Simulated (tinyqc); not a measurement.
# Read current of a NAND string, cells in series solved by shooting: two studies

Cells in series, numbered from 0 at the source line (0 V) to the bit line, each followed by a gap resistance Rg. A cell with gate Vg, threshold VT, source Vs and drain Vd passes I = 2 nf K Vt^2 [F(Vs) - F(Vd)]/(1 + th max(Vg - VT, 0)), F(V) = ln^2(1 + exp((Vg - VT - nf V)/(2 nf Vt))). The selected cell has Vg = Vr, the others Vg = Vp.

Values chosen for this exercise; values of the order met in vertical NAND strings:
```
symbol,value,unit,meaning
T,300,K,temperature
K,4.4,uA/V^2,gain factor of a cell
nf,2,,slope factor
th,0.07,1/V,mobility reduction factor
Rg,2.8,kohm,resistance of the gap between cells
Vbl,0.5,V,bit-line voltage
Vp,6.6,V,pass voltage
Ve,-1.3,V,threshold of an erased cell
Vh,4.2,V,threshold of the highest state
Vx,1.2,V,threshold of the selected cell
Is,10,nA,sensing current
Vr,2.67,V,read voltage on the selected word line
```

Constants: q = 1.602176634e-19 C, kB = 1.380649e-23 J/K, Vt = kB T/q. Results are converted to the units shown.

Each table varies one quantity; the others keep the values above.

## Read current against the number of cells

For a trial current I start at 0 V and, cell by cell, solve for the drain: sqrt(F(Vd)) = sqrt(F(Vs) - I/k), k = 2 nf K Vt^2/(1 + th max(Vg - VT, 0)), Vd = [Vg - VT - 2 nf Vt ln(exp(sqrt F) - 1)]/nf, then add I Rg. The string current is the I for which the last node reaches Vbl. The apparent threshold is the Vr at which I = Is. Background: all other cells erased (VT = Ve) or all in the highest state (VT = Vh); ratio and shift are high over erased and high minus erased. The selected cell is in the middle, cell n/2.

Results:

| n | I, others erased (uA) | I, others high (uA) | ratio | apparent VT, erased (V) | apparent VT, high (V) | background shift (mV) |
|---|---|---|---|---|---|---|
| 8 | 0.8055 | 0.3975 | 0.4935 | 1.247 | 1.252 | 5.319 |
| 16 | 0.4899 | 0.2088 | 0.4261 | 1.251 | 1.261 | 10.67 |
| 64 | 0.1453 | 0.05414 | 0.3725 | 1.274 | 1.317 | 43.48 |
| 96 | 0.09889 | 0.03624 | 0.3664 | 1.289 | 1.355 | 66.05 |
| 128 | 0.07494 | 0.02723 | 0.3634 | 1.304 | 1.394 | 89.22 |
| 192 | 0.05049 | 0.01819 | 0.3603 | 1.335 | 1.473 | 137.5 |

Estimate the missing row, n = 32.

Computed row:

| n | I, others erased (uA) | I, others high (uA) | ratio | apparent VT, erased (V) | apparent VT, high (V) | background shift (mV) |
|---|---|---|---|---|---|---|
| 32 | 0.2738 | 0.1070 | 0.3906 | 1.258 | 1.280 | 21.47 |

With this row back in the table: With erased neighbours the current falls from 0.806 to 0.0505 uA, as n^(-0.72) between the first two rows and n^(-0.97) between the last two (-1 once the series resistance rules). The ratio falls from 0.493 to 0.360 and the background shift rises from 5.32 to 137 mV.

## Effect of the read voltage on the selected word line

Same model as above.

The string has 64 cells and the selected one is cell 32.

The same in every row: apparent VT, erased (V) = 1.274; apparent VT, high (V) = 1.317; background shift (mV) = 43.48.

Results:

| Vr (V) | I, others erased (uA) | I, others high (uA) | ratio |
|---|---|---|---|
| 0.9 | 3.361e-5 | 3.352e-5 | 0.9973 |
| 1.3 | 0.01254 | 0.008912 | 0.7108 |
| 1.7 | 0.07726 | 0.04076 | 0.5276 |
| 2.1 | 0.1321 | 0.05244 | 0.3969 |
| 2.5 | 0.1432 | 0.05386 | 0.3761 |
| 3.3 | 0.1494 | 0.05467 | 0.3659 |
| 3.7 | 0.1507 | 0.05484 | 0.3638 |

Estimate the missing row, Vr = 2.9 V.

Computed row:

| Vr (V) | I, others erased (uA) | I, others high (uA) | ratio |
|---|---|---|---|
| 2.9 | 0.1473 | 0.05439 | 0.3693 |

With this row back in the table: As Vr goes from 0.9 to 3.7 V, the current with erased neighbours rises from 3.36e-5 to 0.151 uA, that with high neighbours rises from 3.35e-5 to 0.0548 uA and the ratio falls from 0.997 to 0.364. The apparent thresholds do not depend on Vr.

Computed by the program tinyqc: `OMP_NUM_THREADS=1 python tinyqc.py 2142095 2142096 out.jsonl`, one thread of a shared Intel Xeon 2.30GHz, about 0.7 s for the whole run.
